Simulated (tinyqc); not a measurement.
Dopant redistribution at a moving silicon-oxide interface during parabolic oxidation: one step, computed by the program tinyqc.

Uniformly doped silicon is oxidised with x_ox = sqrt(B t); the interface advances into the silicon by alpha x_ox, alpha = 0.44. The dopant does not move in the oxide, and at the interface C(silicon) = m C(oxide).

Question. Profile below the interface. With the dopant diffusivity D and s = alpha x_ox/(2 sqrt(D t)), in the silicon C = C_B + (C_s - C_B) erfc(y/(2 sqrt(D t)))/erfc(s), y from the original surface. Dopant balance at the interface gives C_s/C_B = 1/[1 + (1/(m alpha) - 1) g], g = sqrt(pi) s exp(s^2) erfc(s). Depths z are counted from the present interface: y/(2 sqrt(D t)) = s + z/(2 sqrt(D t)); take z/(2 sqrt(D t)) = 0, 0.05, 0.1, 0.2, 0.3, 0.5, 0.75, 1, 1.5.

Inputs (values chosen for the exercise, modelled on phosphorus in silicon under steam): temperature T = 1050 C.

diffusion length 2 sqrt(D t) = 0.4895761 um

ratio C_s/C_B = 2.289835

s = 0.9391835

Give: Profile.

Answer.

Profile:
```
z/(2 sqrt(D t)),z (um),C/C_B
0.00,0.0000,2.290
0.05,0.0245,2.134
0.10,0.0490,1.992
0.20,0.0979,1.751
0.30,0.1469,1.558
0.50,0.2448,1.293
0.75,0.3672,1.118
1.00,0.4896,1.043
1.50,0.7344,1.004
```

Caution: parabolic growth needs an oxide much thicker than the Deal-Grove length A, which fails for thin films and low temperatures; oxidation-enhanced or retarded diffusion is ignored.
